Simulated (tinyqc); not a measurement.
Growth of a silicide layer between metal and silicon: linear-parabolic kinetics, ramp anneals and Kissinger analysis. From sheet resistance back to metal thickness h. Computed by tinyqc, a small Python program. Command: `OMP_NUM_THREADS=1 python tinyqc.py 3010640 3010641 out.jsonl silicide inv`. One thread of a shared host (Intel(R) Xeon(R) Processor @ 2.30GHz), about 0.04 s of CPU time with the checks.

One compound layer of thickness x grows by diffusion through itself and reaction at an interface, dx/dt = 1/(2x/K + 1/v), until the metal is used up at x = a h.

Inputs (values chosen for the exercise, modelled on TiSi2): silicide formed per metal thickness a = 2.51; silicon consumed per metal thickness b = 2.27; silicide resistivity = 63 micro-ohm cm; junction depth x_j = 30 nm.

Method. The silicide ends at the thickness a h. Silicon consumed b h, sheet resistance rho/(final thickness) with 1 micro-ohm cm/nm = 10 ohm; margin to the junction x_j - b h.

Question. A run gave the result below. Find the metal thickness h, known to lie between 4.1 and 7.5 nm.

sheet resistance = 47.33987 ohm/square

Answer.

Each step takes the trial c = (a f_b - b f_a)/(f_b - f_a), f being the result less the target and a, b, c the logarithms of the listed values; c replaces end b, the old b replaces a if the sign of f changed, and otherwise f_a is halved.

Scan of the range:
```
metal thickness h (nm)  sheet resistance (ohm/square)
4.10                                          61.2185
4.53                                          55.4075
5.01                                          50.0990
5.55                                          45.2245
6.13                                          40.9455
6.78                                          37.0201
7.50                                          33.4661
```

False position (Illinois rule, in the logarithm of the input) inside the bracket:
```
step    end a    end b    trial  sheet resistance (ohm/square)
1     5.01000  5.55000  5.30886                        47.2787
2     5.01000  5.30886  5.29582                        47.3951
3     5.30886  5.29582  5.30200                        47.3398
4     5.29582  5.30200  5.30200                        47.3399
```

Sheet resistance falls at every point of a 13-point scan of the range (every second point is shown), so one value fits; it is bracketed by 5.01 and 5.55. The scan shows a pure power law with exponent -1.0000, so scaling from any one row also gives the answer directly. Answer: metal thickness h = 5.302 nm.

Caution: so thin a film has a resistivity above the bulk value and tends to agglomerate.
